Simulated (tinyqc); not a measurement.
# Charge neutrality of a doped semiconductor with incomplete ionisation, step by step

A worked calculation. Computed by tinyqc, a small Python program that keeps every step. Command: `OMP_NUM_THREADS=1 python tinyqc.py 3025604 3025605 out.jsonl dopant walk`. One thread of a shared host (Intel(R) Xeon(R) Processor @ 2.30GHz), about 0.04 s of CPU time with the checks. Intermediate numbers are printed to about 5 digits and carried at full precision; extremes and crossings named in words are read from the listed rows.

Energies are counted from the top of the valence band; E_D is measured down from the conduction band and E_A up from the valence band.

Inputs (values chosen for the exercise, for a model semiconductor):
```
quantity                    value   unit
gap at 0 K E_g0              1.43     eV
Varshni alpha            0.000468   eV/K
Varshni beta                  239      K
electron mass m_e          0.0739    m_0
valleys M_c                     1      -
hole mass m_h               0.544    m_0
donor density N_D         4.3e+16  cm^-3
acceptor density N_A      8.2e+17  cm^-3
donor depth E_D           0.00415     eV
acceptor depth E_A          0.027     eV
donor degeneracy g_D            2      -
acceptor degeneracy g_A         4      -
temperature T                 150      K
iteration cap                  60      -
```

Doping: p-type, compensated. Statistics of the bands: Fermi-Dirac. Solver: bisection. Start of Newton steps: intrinsic level E_i.

ratios u of density to N: 0.015  0.057  0.21  0.77  2.8  10  38

Constants: m_0 = 9.1093837015e-31 kg; k_B = 1.380649e-23 J/K; h = 6.62607015e-34 J s; k_B = 8.617333262e-05 eV/K.

## Gap and effective densities of states

E_g = E_g0 - alpha T^2/(T + beta). N_c = 2 M_c (2 pi m_e k_B T/h^2)^(3/2) and N_v = 2 (2 pi m_h k_B T/h^2)^(3/2), masses in units of m_0. n_i = sqrt(N_c N_v) exp(-E_g/(2 k_B T)); E_i = E_g/2 + (k_B T/2) ln(N_v/N_c).

gap E_g = 1.4029 eV

N_c = 1.7824e+17 cm^-3

N_v = 3.5598e+18 cm^-3

k_B T = 0.012926 eV

intrinsic density n_i = 2.1528e-06 cm^-3

intrinsic level E_i = 0.72082 eV

## Charges at trial Fermi levels

n = N_c F_1/2((E_F - E_g)/k_B T), p = N_v F_1/2(-E_F/k_B T). F_1/2(eta) = (2/sqrt(pi)) int_0^infinity sqrt(x)/(1 + exp(x - eta)) dx, by the trapezoid rule in t = sqrt(x) with step 0.02 up to t = 12 (for eta < -12 by exp(eta) - exp(2 eta)/2^(3/2)). N_D+ = N_D/(1 + g_D exp((E_F - E_g + E_D)/k_B T)). N_A- = N_A/(1 + g_A exp((E_A - E_F)/k_B T)). Neutrality: p + N_D+ = n + N_A-; the log ratio is ln[(p + N_D+)/(n + N_A-)]. The last column is ln[(p + N_D+)/(n + N_A-)], which vanishes at neutrality; trial levels are the majority level plus multiples of k_B T, rounded to 0.1 meV.

Densities (cm^-3):
```
E_F (eV)           n           p      N_D+        N_A-  log ratio
-0.0118   5.2256e-31  5.2965e+18  4.30e+16  1.0064e+16     6.2739
0.0141    3.8756e-30  1.0752e+18  4.30e+16  6.9191e+16     2.7826
0.0399    2.8522e-29  1.5994e+17  4.30e+16  3.3138e+17    -0.4904
0.0658    2.1154e-28  2.1862e+16  4.30e+16  6.8401e+17    -2.3557
0.1046    4.2560e-27  1.0889e+15  4.30e+16  8.1198e+17    -2.9133
```

The log ratio changes sign between 0.0141 and 0.0399 eV.

## Solving for the Fermi level

Bisection of the log ratio between E = -0.3 and E_g + 0.3 eV; stop when |log ratio| < 1e-9.

Course of the iteration:
```
step  E_F (eV)    log ratio
1      0.70147  -2.9481e+00
2      0.20073  -2.9481e+00
3     -0.04963   1.0605e+01
4      0.07555  -2.6441e+00
5      0.01296   2.9405e+00
6      0.04425  -9.2929e-01
7      0.02861   8.3776e-01
8      0.03643  -1.0857e-01
9      0.03252   3.5143e-01
...        ...          ...
28     0.03548  -1.3060e-07
29     0.03548   3.0099e-07
30     0.03548   8.5194e-08
31     0.03548  -2.2705e-08
32     0.03548   3.1244e-08
33     0.03548   4.2698e-09
34     0.03548  -9.2175e-09
35     0.03548  -2.4738e-09
36     0.03548   8.9799e-10
```

Fermi level E_F (last iterate) = 0.035483 eV

converged (1 yes, 0 no) = 1

steps = 36

Converged in 36 steps.

## Densities at the solution

The formulas are those given above.

majority density p = 2.2366e+17 cm^-3

minority density n = 2.0267e-29 cm^-3

ionised share of the acceptors = 0.32520

distance of E_F from the majority band edge = 0.035483 eV

p is 28.8 % of the net doping; n p / n_i^2 = 0.9781, below one because the majority band is degenerate.

## The closed form for the extrinsic range

With Boltzmann statistics, no electrons and every donor ionised, p (p + N_D) = p1 (N_A - N_D - p) with p1 = (N_v/g_A) exp(-E_A/k_B T). Take the positive root.

p1 = 1.1021e+17 cm^-3

p from the quadratic = 2.2588e+17 cm^-3

Against the full solution, 2.2366e17 cm^-3, the quadratic is off by 0.99 %, since the band is partly degenerate.

## Carrier density against temperature

Neutrality is solved by bisection at each T. The last column is -k_B d ln(p T^-3/2)/d(1/T) from this row and the one above; it turns negative as ionisation nears completion, when the density grows more slowly than that power of T.

Against temperature:
```
T (K)   p (cm^-3)  E_F from the band edge (eV)  ionised share  activation energy (eV)
11     1.3611e+05                      0.02557        0.05244                       -
14     8.7458e+07                      0.02518        0.05244                0.027000
20     1.2303e+11                      0.02440        0.05244                0.027000
28     1.7903e+13                      0.02336        0.05246                0.026997
45     2.3604e+15                      0.02137        0.05532                0.026633
70     3.1830e+16                      0.02150        0.09126                0.021052
100    9.8995e+16                      0.02547        0.17316                0.012057
160    2.4711e+17                      0.03781        0.35380                0.004821
300    4.8405e+17                      0.07802        0.64275               -0.007994
600    6.6470e+17                      0.19385        0.86305               -0.037360
```

Between the two coldest rows the activation energy is 0.0270 eV, 1.00 of the dopant depth: with compensation E_F is pinned at the level and the full depth shows. No row comes within 10 % of the net doping.

## Reduced Fermi level from a carrier density

For u = density/N of the majority band, eta solves F_1/2(eta) = u (bisection). Boltzmann: ln u. Joyce-Dixon: ln u + u/sqrt(8) - 4.95009e-3 u^2 + 1.48386e-4 u^3 - 4.42563e-6 u^4. Degenerate limit: (3 sqrt(pi) u/4)^(2/3). The last column is (eta - ln u) k_B T.

Eta by four rules:
```
u      density (cm^-3)        exact  Boltzmann  Joyce-Dixon  degenerate  Boltzmann error (meV)
0.015       5.3397e+16  -4.1944e+00    -4.1997  -4.1944e+00       0.074             6.8536e-02
0.057       2.0291e+17  -2.8446e+00    -2.8647  -2.8446e+00       0.179             2.6028e-01
0.21        7.4756e+17  -1.4866e+00    -1.5606  -1.4866e+00       0.427             9.5690e-01
0.77        2.7410e+18   8.0027e-03    -0.2614   8.0026e-03       1.016             3.4818e+00
2.8         9.9674e+18   1.9838e+00     1.0296   1.9837e+00       2.402             1.2333e+01
10          3.5598e+19   5.4563e+00     2.3026   5.4472e+00       5.612             4.0764e+01
38          1.3527e+20   1.3604e+01     3.6376   8.8389e+00      13.665             1.2883e+02
```

Boltzmann statistics place E_F within 1 meV of the exact value up to u = 0.210 of those listed and miss by 129 meV at u = 38. Joyce-Dixon stays within 0.01 in eta up to u = 10.0; the degenerate limit is still 0.45 % high at the last u. Past u of about 10 the Joyce-Dixon series fails. A parabolic band is assumed throughout.

Checks made by the program: neutrality at the solution (relative difference 9e-10).
